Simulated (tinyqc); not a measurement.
## Trap density from two Hall measurements

Question. p-type body, charge-sheet picture, full ionisation (an idealisation for deep acceptors), Boltzmann statistics for free electrons. e = Ec - EF at the surface. psi = Eg - Vt ln(Nv/Na) - e; N_dep = sqrt(2 eps0 eps_r Na (psi - Vt)/q); n_f = sqrt(N_dep^2 + 2 eps0 eps_r Vt Nc exp(-e/Vt)/q) - N_dep; Vg = Vfb + psi + q (N_dep + n_t + n_f)/Cox, Cox = eps0 eox/tox. Find e and n_t at both points and the mean trap density between them.

Inputs (values chosen for the exercise); band and dielectric values close to those of silicon: temperature T = 300 K; band gap Eg = 1.13 eV; relative permittivity eps_r = 11.8; conduction-band density of states at T Nc = 2.82e19 cm^-3; valence-band density of states at T Nv = 2.6e19 cm^-3; relative permittivity of the insulator eox = 3.9; insulator thickness tox = 63 nm; acceptor density Na = 3e15 cm^-3; flat-band voltage without trapped charge Vfb = -0.86 V.

Constants: q = 1.602176634e-19 C, kB = 1.380649e-23 J/K, Vt = kB T/q, eps0 = 8.8541878128e-14 F/cm where lengths are in cm. Results are converted to the units shown.

Vg (V): [0.63599084, 2.0208365]
free sheet density from the Hall effect (cm^-2): [7.1026585e9, 2.6709824e11]

Answer. Each n_f fixes e; what the gate voltage holds beyond psi, N_dep and n_f is trapped; the difference quotient is the density, smeared over a few Vt.

e (eV): [0.2150, 0.1050]
n_t (cm^-2): [1.118e11, 2.750e11]
mean trap density = 1.484e12 cm^-2 eV^-1

Program tinyqc, `OMP_NUM_THREADS=1 python tinyqc.py 2222012 2222013 out.jsonl`; Intel Xeon 2.30GHz, shared host, one thread, about 0.02 s.
